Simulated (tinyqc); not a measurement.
MP2 on RHF in the sto-3g basis, frozen core, for BeH2, spin multiplicity 1, step by step. Computed by tinyqc, a small Python program that keeps every step (integrals from PySCF). Settings: charge = 0, multiplicity = 1, basis = sto-3g, method = RHF, frozen orbitals = 1, energy threshold = 1e-10, iteration cap = 55, orthogonalisation = symmetric, start = atomic densities, DIIS depth = 6. Command: `OMP_NUM_THREADS=1 python tinyqc.py 23070 23071 out.jsonl` (the two numbers bound the seeds that draw the settings). One thread of a shared host (Intel(R) Xeon(R) Processor @ 2.60GHz), about 0.1 s of CPU time with the checks. The early iterations of the SCF are left out here.

## One-electron integrals

Geometry (angstrom):
```
atom         x          y         z
Be    0.000000   0.000000  0.000000
H     0.000000   1.434000  0.079000
H     0.000000  -1.434000  0.079000
```

Basis sto-3g: exponents (1/bohr^2) and contraction coefficients of normalised primitives:
```
element  l (shell)   exponent  coefficient
Be           s (1)  30.167871     0.154329
Be           s (1)   5.495115     0.535328
Be           s (1)   1.487193     0.444635
Be           s (2)   1.314833    -0.099967
Be           s (2)   0.305539     0.399513
Be           s (2)   0.099371     0.700115
Be           p (3)   1.314833     0.155916
Be           p (3)   0.305539     0.607684
Be           p (3)   0.099371     0.391957
H            s (1)   3.425251     0.154329
H            s (1)   0.623914     0.535328
H            s (1)   0.168855     0.444635
```

Overlap, kinetic and nuclear-attraction integrals over the contracted functions; the nuclear repulsion is the sum of Za Zb / Rab.

nuclear repulsion = 3.13221528 hartree

overlap S, lower triangle:
```
           1Be 1s    1Be 2s   1Be 2px    1Be 2py   1Be 2pz     2H 1s     3H 1s
1Be 1s   1.000000
1Be 2s   0.259517  1.000000
1Be 2px  0.000000  0.000000  1.000000
1Be 2py  0.000000  0.000000  0.000000   1.000000
1Be 2pz  0.000000  0.000000  0.000000   0.000000  1.000000
2H 1s    0.056225  0.421640  0.000000   0.496564  0.027356  1.000000
3H 1s    0.056225  0.421640  0.000000  -0.496564  0.027356  0.024037  1.000000
```

kinetic energy T (hartree), lower triangle:
```
            1Be 1s    1Be 2s   1Be 2px    1Be 2py   1Be 2pz      2H 1s     3H 1s
1Be 1s    6.693975
1Be 2s   -0.033012  0.211111
1Be 2px   0.000000  0.000000  0.660592
1Be 2py   0.000000  0.000000  0.000000   0.660592
1Be 2pz   0.000000  0.000000  0.000000   0.000000  0.660592
2H 1s    -0.014727  0.055061  0.000000   0.162610  0.008958   0.760032
3H 1s    -0.014727  0.055061  0.000000  -0.162610  0.008958  -0.007776  0.760032
```

nuclear attraction V (hartree), lower triangle:
```
             1Be 1s     1Be 2s    1Be 2px    1Be 2py    1Be 2pz      2H 1s      3H 1s
1Be 1s   -15.298018
1Be 2s    -2.090491  -3.013622
1Be 2px    0.000000   0.000000  -2.924831
1Be 2py    0.000000   0.000000   0.000000  -3.135578
1Be 2pz   -0.001724  -0.015072   0.000000   0.000000  -2.925470
2H 1s     -0.451266  -1.204883   0.000000  -1.385409  -0.077836  -2.877147
3H 1s     -0.451266  -1.204883   0.000000   1.385409  -0.077836  -0.080919  -2.877147
```

core Hamiltonian H = T + V (hartree), lower triangle:
```
            1Be 1s     1Be 2s    1Be 2px    1Be 2py    1Be 2pz      2H 1s      3H 1s
1Be 1s   -8.604043
1Be 2s   -2.123503  -2.802511
1Be 2px   0.000000   0.000000  -2.264239
1Be 2py   0.000000   0.000000   0.000000  -2.474986
1Be 2pz  -0.001724  -0.015072   0.000000   0.000000  -2.264878
2H 1s    -0.465993  -1.149822   0.000000  -1.222799  -0.068878  -2.117115
3H 1s    -0.465993  -1.149822   0.000000   1.222799  -0.068878  -0.088695  -2.117115
```

## Two-electron integrals

Functions are numbered as in S; the eight-fold symmetry (ij|kl) = (ji|kl) = (kl|ij) leaves the list below.

Two-electron integrals (ij|kl) in chemists' order, unique and non-zero (hartree):
```
(11|11) 2.298831    (21|11) 0.392036    (21|21) 0.079539    (22|11) 0.570988
(22|21) 0.143041    (22|22) 0.417683    (31|31) 0.014607    (32|31) 0.021888
(32|32) 0.092265    (33|11) 0.569578    (33|21) 0.143083    (33|22) 0.417589
(33|33) 0.449859    (41|41) 0.014607    (42|41) 0.021888    (42|42) 0.092265
(43|43) 0.024249    (44|11) 0.569578    (44|21) 0.143083    (44|22) 0.417589
(44|33) 0.401360    (44|44) 0.449859    (51|51) 0.014607    (52|51) 0.021888
(52|52) 0.092265    (53|53) 0.024249    (54|54) 0.024249    (55|11) 0.569578
(55|21) 0.143083    (55|22) 0.417589    (55|33) 0.401360    (55|44) 0.401360
(55|55) 0.449859    (61|11) 0.083929    (61|21) 0.017018    (61|22) 0.030856
(61|33) 0.030635    (61|41) 0.001509    (61|42) 0.002841    (61|44) 0.031312
(61|51) 0.000083    (61|52) 0.000157    (61|54) 0.000037    (61|55) 0.030637
(61|61) 0.003820    (62|11) 0.199792    (62|21) 0.050763    (62|22) 0.160991
(62|33) 0.154933    (62|41) 0.006646    (62|42) 0.040410    (62|44) 0.172907
(62|51) 0.000366    (62|52) 0.002226    (62|54) 0.000990    (62|55) 0.154988
(62|61) 0.012014    (62|62) 0.091608    (63|31) 0.004711    (63|32) 0.021922
(63|43) 0.007037    (63|53) 0.000388    (63|63) 0.008535    (64|11) 0.212684
(64|21) 0.054708    (64|22) 0.181984    (64|33) 0.171198    (64|41) 0.010814
(64|42) 0.062921    (64|44) 0.203317    (64|51) 0.000336    (64|52) 0.002259
(64|54) 0.001382    (64|55) 0.171252    (64|61) 0.013546    (64|62) 0.117899
(64|64) 0.156887    (65|11) 0.011717    (65|21) 0.003014    (65|22) 0.010026
(65|33) 0.009431    (65|41) 0.000336    (65|42) 0.002259    (65|44) 0.010426
(65|51) 0.004729    (65|52) 0.022046    (65|54) 0.007092    (65|55) 0.010210
(65|61) 0.000746    (65|62) 0.006495    (65|64) 0.008173    (65|65) 0.008985
(66|11) 0.366133    (66|21) 0.094716    (66|22) 0.336297    (66|33) 0.311896
(66|41) 0.014703    (66|42) 0.114853    (66|44) 0.384612    (66|51) 0.000810
(66|52) 0.006327    (66|54) 0.004006    (66|55) 0.312117    (66|61) 0.023029
(66|62) 0.241991    (66|64) 0.330949    (66|65) 0.018232    (66|66) 0.774606
(71|11) 0.083929    (71|21) 0.017018    (71|22) 0.030856    (71|33) 0.030635
(71|41) -0.001509   (71|42) -0.002841   (71|44) 0.031312    (71|51) 0.000083
(71|52) 0.000157    (71|54) -0.000037   (71|55) 0.030637    (71|61) 0.003487
(71|62) 0.010139    (71|64) 0.010522    (71|65) 0.000635    (71|66) 0.018675
(71|71) 0.003820    (72|11) 0.199792    (72|21) 0.050763    (72|22) 0.160991
(72|33) 0.154933    (72|41) -0.006646   (72|42) -0.040410   (72|44) 0.172907
(72|51) 0.000366    (72|52) 0.002226    (72|54) -0.000990   (72|55) 0.154988
(72|61) 0.010139    (72|62) 0.047981    (72|64) 0.049402    (72|65) 0.003357
(72|66) 0.093634    (72|71) 0.012014    (72|72) 0.091608    (73|31) 0.004711
(73|32) 0.021922    (73|43) -0.007037   (73|53) 0.000388    (73|63) 0.003557
(73|73) 0.008535    (74|11) -0.212684   (74|21) -0.054708   (74|22) -0.181984
(74|33) -0.171198   (74|41) 0.010814    (74|42) 0.062921    (74|44) -0.203317
(74|51) -0.000336   (74|52) -0.002259   (74|54) 0.001382    (74|55) -0.171252
(74|61) -0.010522   (74|62) -0.049402   (74|64) -0.048969   (74|65) -0.003403
(74|66) -0.095230   (74|71) -0.013546   (74|72) -0.117899   (74|74) 0.156887
(75|11) 0.011717    (75|21) 0.003014    (75|22) 0.010026    (75|33) 0.009431
(75|41) -0.000336   (75|42) -0.002259   (75|44) 0.010426    (75|51) 0.004729
(75|52) 0.022046    (75|54) -0.007092   (75|55) 0.010210    (75|61) 0.000635
(75|62) 0.003357    (75|64) 0.003403    (75|65) 0.003787    (75|66) 0.006698
(75|71) 0.000746    (75|72) 0.006495    (75|74) -0.008173   (75|75) 0.008985
(76|11) 0.015014    (76|21) 0.003715    (76|22) 0.010505    (76|33) 0.010342
(76|44) 0.010815    (76|51) 0.000054    (76|52) 0.000261    (76|55) 0.010352
(76|61) 0.000805    (76|62) 0.004163    (76|64) 0.004778    (76|65) 0.000323
(76|66) 0.008936    (76|71) 0.000805    (76|72) 0.004163    (76|74) -0.004778
(76|75) 0.000323    (76|76) 0.000269    (77|11) 0.366133    (77|21) 0.094716
(77|22) 0.336297    (77|33) 0.311896    (77|41) -0.014703   (77|42) -0.114853
(77|44) 0.384612    (77|51) 0.000810    (77|52) 0.006327    (77|54) -0.004006
(77|55) 0.312117    (77|61) 0.018675    (77|62) 0.093634    (77|64) 0.095230
(77|65) 0.006698    (77|66) 0.184492    (77|71) 0.023029    (77|72) 0.241991
(77|74) -0.330949   (77|75) 0.018232    (77|76) 0.008936    (77|77) 0.774606
```

## Orthogonalisation

S = U s U^T; symmetric (Loewdin) form X = U s^(-1/2) U^T, so that X^T S X = 1.

eigenvalues of S: 0.285631  0.384940  0.941951  1.000000  1.004074  1.690332  1.693073

X, lower triangle:
```
            1Be 1s     1Be 2s   1Be 2px    1Be 2py    1Be 2pz      2H 1s     3H 1s
1Be 1s    1.028551
1Be 2s   -0.152751   1.213519
1Be 2px   0.000000   0.000000  1.000000
1Be 2py   0.000000   0.000000  0.000000   1.310700
1Be 2pz  -0.001086   0.011856  0.000000   0.000000   1.000752
2H 1s     0.020097  -0.276165  0.000000  -0.389540  -0.017583   1.247681
3H 1s     0.020097  -0.276165  0.000000   0.389540  -0.017583  -0.081876  1.247681
```

## Iteration 7 (converged): orbitals

converged F (hartree), lower triangle:
```
            1Be 1s     1Be 2s   1Be 2px    1Be 2py    1Be 2pz      2H 1s      3H 1s
1Be 1s   -4.521762
1Be 2s   -1.288457  -0.614495
1Be 2px   0.000000   0.000000  0.213519
1Be 2py   0.000000   0.000000  0.000000  -0.195757
1Be 2pz   0.001274  -0.011287  0.000000   0.000000   0.212698
2H 1s    -0.287930  -0.381017  0.000000  -0.320963  -0.013977  -0.274810
3H 1s    -0.287930  -0.381017  0.000000   0.320963  -0.013977  -0.031626  -0.274810
```

Diagonalise F' = X^T F X, C = X C', fill 3 alpha and 3 beta electrons from the bottom; D = 2 C_occ C_occ^T. Each column has its largest component positive (the first on a tie).

F' = X^T F X (hartree), lower triangle:
```
           1          2         3          4          5          6         7
1  -4.412501
2  -0.695896  -0.117435
3   0.000000   0.000000  0.213519
4   0.000000   0.000000  0.000000   0.245396
5   0.000897   0.004851  0.000000   0.000000   0.213779
6  -0.030061  -0.310075  0.000000  -0.430836  -0.017610   0.077566
7  -0.030061  -0.310075  0.000000   0.430836  -0.017610  -0.098070  0.077566
```

orbital energies (hartree): MO1 -4.525169, MO2 -0.439365, MO3 -0.399776, MO4 0.211950, MO5 0.213519, MO6 0.415923, MO7 0.820808

coefficients C:
```
               MO1        MO2        MO3        MO4       MO5        MO6        MO7
1Be 1s    0.991785  -0.217549   0.000000   0.027138  0.000000  -0.224401   0.000000
1Be 2s    0.031665   0.580210   0.000000  -0.118551  0.000000   1.138831   0.000000
1Be 2px   0.000000   0.000000   0.000000   0.000000  1.000000   0.000000   0.000000
1Be 2py   0.000000   0.000000   0.499414   0.000000  0.000000   0.000000   1.331166
1Be 2pz  -0.000029   0.012826   0.000000   0.992763  0.000000   0.128537   0.000000
2H 1s    -0.003494   0.392669   0.416052   0.053480  0.000000  -0.774255  -0.928710
3H 1s    -0.003494   0.392669  -0.416052   0.053480  0.000000  -0.774255   0.928710
```

D after iteration 7, lower triangle:
```
            1Be 1s    1Be 2s   1Be 2px    1Be 2py   1Be 2pz      2H 1s     3H 1s
1Be 1s    2.061932
1Be 2s   -0.189639  0.675292
1Be 2px   0.000000  0.000000  0.000000
1Be 2py   0.000000  0.000000  0.000000   0.498828
1Be 2pz  -0.005639  0.014882  0.000000   0.000000  0.000329
2H 1s    -0.177781  0.455439  0.000000   0.415564  0.010073   0.654601
3H 1s    -0.177781  0.455439  0.000000  -0.415564  0.010073  -0.037797  0.654601
```

## Convergence

Stop when the energy changes by less than 1e-10 hartree and every element of the error matrix X^T (F D S - S D F) X is below 3e-06.

Course of the cycle:
```
iteration   E (hartree)     change  largest element of the error matrix
1          -15.35595252          -                             3.40e-01
2          -15.52927701  -1.73e-01                             1.01e-01
3          -15.54523477  -1.60e-02                             1.58e-02
4          -15.54587407  -6.39e-04                             6.24e-04
5          -15.54587506  -9.91e-07                             1.02e-04
6          -15.54587509  -3.05e-08                             3.46e-06
7          -15.54587509  -2.94e-11                             3.26e-07
```

PySCF RHF in the same basis = -15.54587509 hartree

Converged in 7 iterations.

## Integrals over molecular orbitals

(pq|rs) = sum C_ip C_jq C_kr C_ls (ij|kl), one index at a time.

one-electron integrals over orbitals h = C^T H C (hartree), lower triangle:
```
           1          2          3          4          5          6          7
1  -8.592537
2   0.216051  -2.385407
3   0.000000   0.000000  -2.335836
4  -0.028199   0.008405   0.000000  -2.261611
5   0.000000   0.000000   0.000000   0.000000  -2.264239
6   0.198796  -0.208761   0.000000  -0.029565   0.000000  -1.909999
7   0.000000   0.000000  -0.298010   0.000000   0.000000   0.000000  -1.837892
```

Two-electron integrals over orbitals (pq|rs), unique and non-zero (hartree); the lowest 1 orbital is frozen and left out:
```
(22|22) 0.387294    (32|32) 0.161953    (33|22) 0.399954    (33|33) 0.423174
(42|22) 0.005416    (42|33) 0.005822    (42|42) 0.048391    (43|32) 0.007295
(43|43) 0.014136    (44|22) 0.361122    (44|33) 0.346638    (44|42) -0.014997
(44|44) 0.450934    (52|52) 0.048335    (53|53) 0.013620    (54|52) -0.005094
(54|54) 0.024689    (55|22) 0.361767    (55|33) 0.346790    (55|42) -0.005002
(55|44) 0.401035    (55|55) 0.449859    (62|22) -0.019317   (62|33) -0.043623
(62|42) -0.002102   (62|44) 0.057761    (62|55) 0.059430    (62|62) 0.080007
(63|32) -0.092825   (63|43) -0.006051   (63|63) 0.084229    (64|22) 0.001759
(64|33) -0.001857   (64|42) 0.044864    (64|44) -0.002713   (64|55) 0.003834
(64|62) 0.012124    (64|64) 0.048507    (65|52) 0.046791    (65|54) -0.003401
(65|65) 0.049910    (66|22) 0.388155    (66|33) 0.398705    (66|42) 0.014310
(66|44) 0.359025    (66|55) 0.361202    (66|62) -0.029222   (66|64) 0.009130
(66|66) 0.406099    (72|32) -0.041807   (72|43) -0.006420   (72|63) 0.061423
(72|72) 0.056822    (73|22) -0.002586   (73|33) -0.018949   (73|42) -0.009072
(73|44) 0.064482    (73|55) 0.064613    (73|62) 0.075071    (73|64) 0.005148
(73|66) -0.023104   (73|73) 0.084657    (74|32) -0.015252   (74|43) 0.012875
(74|63) 0.009276    (74|72) 0.002589    (74|74) 0.018324    (75|53) 0.013542
(75|75) 0.016757    (76|32) 0.140575    (76|43) 0.008157    (76|63) -0.092526
(76|72) -0.051695   (76|74) -0.013151   (76|76) 0.137226    (77|22) 0.414799
(77|33) 0.432497    (77|42) 0.001253    (77|44) 0.385269    (77|55) 0.384809
(77|62) -0.027786   (77|64) -0.003542   (77|66) 0.423646    (77|73) -0.003476
(77|77) 0.472186
```

## Second-order Moller-Plesset energy

Hartree-Fock energy = -15.54587509 hartree

E2 = sum_ijab (ia|jb) [2 (ia|jb) - (ib|ja)] / (e_i + e_j - e_a - e_b) over occupied i, j and virtual a, b; the opposite-spin part is (ia|jb)^2 / denominator, the rest is same-spin, and SCS-MP2 scales them by 6/5 and 1/3.

Terms:
```
i  j  a  b    (ia|jb)    (ib|ja)  denominator       term
3  3  6  6   0.084229   0.084229    -1.631397  -0.004349
2  2  6  6   0.080007   0.080007    -1.710575  -0.003742
2  3  6  7   0.075071   0.061423    -2.075871  -0.003208
3  2  7  6   0.075071   0.061423    -2.075871  -0.003208
3  3  7  7   0.084657   0.084657    -2.441167  -0.002936
2  2  4  4   0.048391   0.048391    -1.302630  -0.001798
2  2  5  5   0.048335   0.048335    -1.305768  -0.001789
3  2  6  7   0.061423   0.075071    -2.075871  -0.001414
2  3  7  6   0.061423   0.075071    -2.075871  -0.001414
2  2  7  7   0.056822   0.056822    -2.520345  -0.001281
3  3  4  4   0.014136   0.014136    -1.223452  -0.000163
3  3  5  5   0.013620   0.013620    -1.226590  -0.000151
2  3  4  7  -0.009072  -0.006420    -1.871898  -0.000057
3  2  7  4  -0.009072  -0.006420    -1.871898  -0.000057
3  3  6  4  -0.006051  -0.006051    -1.427425  -0.000026
3  3  4  6  -0.006051  -0.006051    -1.427425  -0.000026
3  2  4  7  -0.006420  -0.009072    -1.871898  -0.000013
2  3  7  4  -0.006420  -0.009072    -1.871898  -0.000013
2  2  6  4  -0.002102  -0.002102    -1.506602  -2.93e-06
2  2  4  6  -0.002102  -0.002102    -1.506602  -2.93e-06
```

Pair energies (hartree; pair i-j sums ij and ji):
```
pair  opposite spin  same spin
2-2       -0.008616          0
3-2       -0.009197  -0.000187
3-3       -0.007650          0
```

MP2 correlation energy = -0.02564968 hartree

SCS-MP2 correlation energy = -0.03061757 hartree

MP2 total energy = -15.57152476 hartree
